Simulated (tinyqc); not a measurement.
Double-gate transistor below threshold, two-dimensional Poisson equation on a small mesh: two steps of the calculation.

Half of a symmetric double-gate structure: row 0 is the mid-plane of the body, where the normal field vanishes. Mobile charge is neglected (subthreshold), the body is fully depleted, and potentials are counted from the intrinsic level; rows run upward to the gate, columns from source to drain.

Values chosen for this exercise; semiconductor permittivity close to that of silicon: temperature T = 300 K; relative permittivity of the semiconductor eps_r = 11.5; relative permittivity of the insulator eox = 25; half the body thickness tb = 8 nm; insulator thickness tox = 4.1 nm; channel length L = 41 nm; acceptor density of the depleted body Na = 4.5e17 cm^-3; potential of the source Vbi = 0.54 V.

Constants: q = 1.602176634e-19 C, kB = 1.380649e-23 J/K, Vt = kB T/q, eps0 = 8.8541878128e-14 F/cm where lengths are in cm. Results are converted to the units shown.

Question 1. Coefficients of the five-point equations. Mesh: rows i = 0..2 in the semiconductor (step hs = tb/2, row 2 on the interface), then 2 step(s) ho = tox/2 up to the gate row 4; columns j = 0..5 (step hy = L/5). Box integration, divided by eps0: up_i = eps hy/h of the interval above row i, dn_i = that of the interval below (0 for row 0), lat_i = (sum of eps h/2 over the intervals above and below)/hy, s_i = -q Na w_i hy/eps0 with w_i the semiconductor height of the box (hs/2 for row 0 and the interface row, hs between, 0 in the insulator). Each free node obeys (up + dn + 2 lat) psi = up psi(above) + dn psi(below) + lat [psi(left) + psi(right)] + s.

Wanted: up; dn; lat; s.

Answer 1.

```
row,up,dn,lat,s (V)
0,23.57,0,2.805,-0.1335
1,23.57,23.57,5.610,-0.2671
2,100.0,23.57,5.930,-0.1335
3,100.0,100.0,6.250,0
```

Question 2. Barrier, swing and barrier lowering. The barrier is read along row 0, the path farthest from the gate. Take the node j of lowest psi: barrier Vbi - psi_j; swing Vt ln 10/(d psi_j/dVg); DIBL = (d psi_j/dVd)/(d psi_j/dVg). The derivatives solve the same equations with s = 0 and a unit change of that voltage.

converged psi (V):
```
,j=0,j=1,j=2,j=3,j=4,j=5
row 0,0.5400000,0.1819099,0.0651969,0.1066934,0.3622008,1.0400000
row 1,0.5400000,0.1588563,0.0520381,0.0868957,0.3176224,1.0400000
row 2,0.5400000,0.0818549,0.0164963,0.0318193,0.1673831,1.0400000
row 3,0.2650000,0.0417455,0.0046684,0.0130403,0.0895932,0.5150000
row 4,-0.0100000,-0.0100000,-0.0100000,-0.0100000,-0.0100000,-0.0100000
```

d psi/dVg on row 0: j=0 0.00000000, j=1 0.61886173, j=2 0.84344400, j=3 0.84344400, j=4 0.61886173, j=5 0.00000000
d psi/dVd on row 0: j=0 0.0000000, j=1 0.0102783, j=2 0.0367814, j=3 0.1197746, j=4 0.3708600, j=5 1.0000000

Wanted: j; barrier; swing; DIBL.

Answer 2.

j = 2
barrier = 0.4748 V
swing = 70.58 mV/decade
DIBL = 43.61 mV/V

Program tinyqc, `OMP_NUM_THREADS=1 python tinyqc.py 2480103 2480104 out.jsonl`; Intel Xeon 2.30GHz, shared host, one thread, about 0.1 s.
